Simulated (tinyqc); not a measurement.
Threshold of a short bulk MOSFET: charge sharing, barrier lowering, narrow width: two steps of the calculation.

n-channel device on a p-type body, depletion approximation, full ionisation. Uniform doping N = Na. Vbi from Boltzmann statistics is rough for the degenerate source. Cox = eps0 eox/tox.

Inputs (values chosen for the exercise); band and dielectric values close to those of silicon:
```
symbol    value   unit                                                                 meaning
T           350      K                                                             temperature
Eg          1.1     eV                                                                band gap
eps_r      11.9                                                          relative permittivity
Nc      3.47e19  cm^-3                                  conduction-band density of states at T
Nv      3.31e19  cm^-3                                     valence-band density of states at T
eox         3.9         relative permittivity of the gate insulator (close to silicon dioxide)
tox         6.5     nm                                                     insulator thickness
Na       1.6e17  cm^-3                                                          channel doping
Nsd        1e20  cm^-3                                                 source and drain doping
Vfb       -0.71      V                                     flat-band voltage for the doping Na
xj           30     nm                                                          junction depth
Vbs          -1      V                                                     body-source voltage
Vds        0.05      V                                                    drain-source voltage
W          1000     nm                                                              gate width
xw            0                      shape factor of the fringing depletion at the width edges
L           580     nm                                                          channel length
```

Constants: q = 1.602176634e-19 C, kB = 1.380649e-23 J/K, Vt = kB T/q, eps0 = 8.8541878128e-14 F/cm where lengths are in cm. Results are converted to the units shown.

Task 1. Long-channel threshold and scales. ni = sqrt(Nc Nv) exp(-Eg/(2 Vt)), Eg in volts; 2 pB = 2 Vt ln(N/ni); flat band Vfb - Vt ln(N/Na); Wd = sqrt(2 eps0 eps_r (2 pB - Vbs)/(q N)); body term q N Wd/Cox; long-channel VT0 = flat band + 2 pB + body term; Vbi = Vt ln(N Nsd/ni^2); scale length l = sqrt((eps_r/eox) tox Wd).

Give: N; 2 pB; flat band; Wd; body term; VT0; Vbi; l.

Result 1.

N = 1.600e17 cm^-3
2 pB = 0.7769 V
flat band = -0.7100 V
Wd = 120.9 nm
body term = 0.5832 V
VT0 = 0.6501 V
Vbi = 0.9711 V
l = 48.96 nm

Task 2. Short-channel and narrow-width shifts. Charge sharing (trapezoid; it ignores Vds): F = (xj/L)(sqrt(1 + 2 Wd/xj) - 1), lowering = body term times F. Barrier lowering: th = exp(-L/(2 l)) + 2 exp(-L/l), lowering = th [2 (Vbi - 2 pB) + Vds], DIBL = th. Narrow width: rise = body term times xw Wd/W. VT by each model = VT0 - lowering + rise.

2 pB = 0.77693596 V
Wd = 120.86027 nm
body term = 0.58319520 V
VT0 = 0.65013115 V
Vbi = 0.97110284 V
l = 48.959799 nm

Wanted: F; lowering by charge sharing; th; lowering of the barrier; DIBL; narrow-width rise; VT, charge sharing; VT, barrier lowering.

Result 2.

F = 0.1039
lowering by charge sharing = 60.62 mV
th = 0.002691
lowering of the barrier = 1.180 mV
DIBL = 2.691 mV/V
narrow-width rise = 0 mV
VT, charge sharing = 0.5895 V
VT, barrier lowering = 0.6490 V

L is 11.8 scale lengths. The charge-sharing lowering is 51.4 times the barrier lowering; the first falls off as 1/L and the second exponentially. Both describe the same loss of gate control, so they are alternatives and are not added.

Numbers from tinyqc (`OMP_NUM_THREADS=1 python tinyqc.py 2002061 2002062 out.jsonl`; about 0.01 s on one thread of a shared Intel Xeon 2.30GHz).
